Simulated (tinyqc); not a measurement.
# Resonant-tunnelling diode, transfer matrices and Tsu-Esaki current: resonance against bias

Emitter (band edge 0), barrier d1, well Lw, barrier d2, collector (edge -V). The bias drops linearly over these layers and none in the contacts; each layer is cut into ns equal slices, flat at the value of their centres. E is the energy of motion across the layers, C = hbar^2/(2 m0), psi and psi'/m are continuous. Transport is coherent, T(E) is taken as independent of the transverse momentum, and charge in the well is ignored.

For the pair (psi, psi'/m) a flat layer has M = [[cos kd, (m/k) sin kd], [-(k/m) sin kd, cos kd]] with k = sqrt(m (E - U)/C) above its edge U, and M = [[cosh Kd, (m/K) sinh Kd], [(K/m) sinh Kd, cosh Kd]] with K = sqrt(m (U - E)/C) below it. Later slices stand to the left. With M acting on (psi, psi'/m) and v = k/m in each lead, T(E) = 4 vL vR/[(vL vR M12 - M21)^2 + (vR M11 + vL M22)^2]. J = J0 times the integral over E > 0 of T(E) N(E), N = ln[(1 + exp((Ef - E)/Vt))/(1 + exp((Ef - V - E)/Vt))], J0 = q^2 mw m0 kB T/(2 pi^2 hbar^3) (times 1e-4 for A/cm^2 per eV). The integral is converged to the digits shown. The resonance is the first maximum of T(E) for E > 0, G its full width at half maximum. For a sharp resonance J = J0 (pi G/2) Tp N(Er), with Er the peak energy, Tp the peak transmission and G the full width at half maximum (in eV).

Inputs (values chosen for the exercise); masses and offsets of a made-up heterostructure: temperature T = 300 K; mass in the well, spacer and contacts mw = 0.25 m0; barrier height U1 = 1 eV; barrier mass m1 = 0.5 m0; emitter barrier d1 = 0.8 nm; well width Lw = 1.9 nm; collector barrier d2 = 0.8 nm; slices in each layer ns = 1; Fermi energy of both contacts above their band edges Ef = 0.14 eV.

Constants: q = 1.602176634e-19 C, kB = 1.380649e-23 J/K, hbar = 1.054571817e-34 J s, m0 = 9.1093837015e-31 kg, Vt = kB T/q, hbar^2/(2 m0) = 0.0380998212 eV nm^2. Results are converted to the units shown.

Results:

| V (V) | Er (eV) | Tp | G (meV) | J (kA/cm^2) | one-resonance J (kA/cm^2) |
|---|---|---|---|---|---|
| 0.034 | 0.1522 | 0.9952 | 1.832 | 98.00 | 98.95 |
| 0.076 | 0.1311 | 0.9758 | 1.832 | 234.6 | 237.2 |
| 0.118 | 0.1101 | 0.9408 | 1.832 | 391.2 | 395.9 |
| 0.203 | 0.06742 | 0.8143 | 1.827 | 691.0 | 698.9 |
| 0.245 | 0.04632 | 0.7140 | 1.816 | 768.6 | 776.9 |
| 0.288 | 0.02468 | 0.5623 | 1.787 | 730.4 | 738.0 |

Estimate the missing row, V = 0.161 V.

Computed row:

| V (V) | Er (eV) | Tp | G (meV) | J (kA/cm^2) | one-resonance J (kA/cm^2) |
|---|---|---|---|---|---|
| 0.161 | 0.08851 | 0.8872 | 1.831 | 555.2 | 561.9 |

With this row back in the table: Er falls from 0.152 to 0.0247 eV, by 0.502 eV a volt, against the share 0.500 of the bias at the centre of the well. Tp falls from 0.995 to 0.562: the bias makes equal barriers unequal. The one-resonance current is 0.97 % above the full integral in the first row and 1.0 % above it in the last.

tinyqc, about 0.08 s, one thread, Intel Xeon 2.30GHz (shared host): `OMP_NUM_THREADS=1 python tinyqc.py 2600056 2600057 out.jsonl`
